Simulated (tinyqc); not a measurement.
# Changing the compound yield Y_c

Model: Berg model of reactive sputtering of a nitride or oxide: poisoning, hysteresis and pumping speed. Computed by tinyqc, a small Python program. Command: `OMP_NUM_THREADS=1 python tinyqc.py 3009887 3009888 out.jsonl berg sweep`. One thread of a shared host (Intel(R) Xeon(R) Processor @ 2.30GHz), about 0.02 s of CPU time with the checks.

A diatomic gas reacts with bare metal on the target and on the collecting surfaces; ions remove metal and compound from the target. theta_t and theta_c are the compound fractions.

Inputs (values chosen for the exercise, close to those used for titanium dioxide):
```
quantity                          value     unit
ion current density J               6.5  mA/cm^2
target area A_t                     110     cm^2
collecting area A_c                5000     cm^2
metal yield Y_m                    0.49        -
sticking coefficient alpha         0.29        -
reactive atoms per metal atom z       2        -
gas mass M                           32        u
pumping speed S                     540      l/s
gas temperature T                   300        K
reactive partial pressure P      0.0073       Pa
```

Constants: e = 1.602176634e-19 C; u = 1.6605390666e-27 kg; k_B = 1.380649e-23 J/K.

Method. Ion flux j = J/e; gas flux F = P/sqrt(2 pi M k_B T). Target: (2/z) alpha F (1 - theta_t) = j Y_c theta_t. Sputtered flows F_c = j Y_c theta_t A_t, F_m = j Y_m (1 - theta_t) A_t. Collector: (2/z) alpha F (1 - theta_c) A_c + F_c (1 - theta_c) = F_m theta_c. Gas use Q = alpha F [(1 - theta_t) A_t + (1 - theta_c) A_c] + P S/(k_B T); 1 sccm = 4.4780e17 molecules/s. Rate R = F_m + F_c, given relative to j Y_m A_t. P is a single-valued function of the flow Q only if dQ/dP > 0 everywhere: S must exceed k_B T times the steepest fall of the surface terms with P.

One run for each value; columns: (1) compound yield Y_c; (2) critical pumping speed (l/s); (3) rate relative to clean metal; (4) theta_t; (5) pressure of the steepest fall (Pa):
```
(1)      (2)     (3)     (4)      (5)
0.015  834.0  0.1242  0.9034  0.00129
0.023  696.5  0.1812  0.8592  0.00165
0.035  564.2  0.2568  0.8004  0.00210
0.053  439.7  0.3527  0.7258  0.00271
0.081  322.3  0.4708  0.6340  0.00357
0.120  224.6  0.5930  0.5390  0.00470
0.190  126.3  0.7399  0.4248  0.00681
0.290   53.1  0.8669  0.3261  0.01071
```

Describe and explain the trends.

Over the rows, critical pumping speed (l/s) falls from 834 to 53.1 (exponent d ln y / d ln x -0.42 between the first rows and -2.0 between the last); rate relative to clean metal rises from 0.124 to 0.867 (exponent d ln y / d ln x 0.88 between the first rows and 0.37 between the last); theta_t falls from 0.903 to 0.326 (exponent d ln y / d ln x -0.12 between the first rows and -0.63 between the last). The closer Y_c comes to Y_m, the less poisoning changes the metal supply.
